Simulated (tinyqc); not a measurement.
Plane-wave Kohn-Sham cycle with exchange-only LDA in a layered model solid, step by step. One step of it, computed by the program tinyqc.

Question. Iteration 2: potential. V_H(G) = 4 pi rho(G)/G^2 for G != 0 (uniform background); v_x = -(3 rho/pi)^(1/3); V = V_ext + V_H + v_x; Fourier components f(G_m) = (1/N) sum_j f(x_j) exp(-i G_m x_j).

A solid whose potential varies along x alone (atomic units):
```
parameter                      value
period a                   12.900000
cross-section of the cell  21.000000
electrons per cell                 2
grid points                       16
plane waves -n..n, n               2
k points                           4
V1 in V1 cos(2 pi x/a)     -0.200000
```

density after iteration 1 (e/bohr^3): 0.01522241  0.01392393  0.01082780  0.00758721  0.00535827  0.00426533  0.00386719  0.00375471  0.00373347  0.00375471  0.00386719  0.00426533  0.00535827  0.00758721  0.01082780  0.01392393

Give: Potentials on the grid; V(G_m), m = 0, 1, 2, ....

Answer.

Potentials on the grid (hartree):
```
x          V_ext      V_H      v_x        V
0.0000   -0.2000   0.3123  -0.2441  -0.1317
0.8063   -0.1848   0.2812  -0.2369  -0.1405
1.6125   -0.1414   0.1979  -0.2179  -0.1613
2.4188   -0.0765   0.0866  -0.1935  -0.1835
3.2250         0  -0.0272  -0.1723  -0.1995
4.0312    0.0765  -0.1252  -0.1597  -0.2083
4.8375    0.1414  -0.1982  -0.1546  -0.2113
5.6437    0.1848  -0.2426  -0.1531  -0.2109
6.4500    0.2000  -0.2575  -0.1528  -0.2103
7.2562    0.1848  -0.2426  -0.1531  -0.2109
8.0625    0.1414  -0.1982  -0.1546  -0.2113
8.8688    0.0765  -0.1252  -0.1597  -0.2083
9.6750         0  -0.0272  -0.1723  -0.1995
10.4812  -0.0765   0.0866  -0.1935  -0.1835
11.2875  -0.1414   0.1979  -0.2179  -0.1613
12.0938  -0.1848   0.2812  -0.2369  -0.1405
```

V(G_m), m = 0, 1, 2, ... (hartree): -0.1858  0.0186  0.0071  0.0010  0.0003
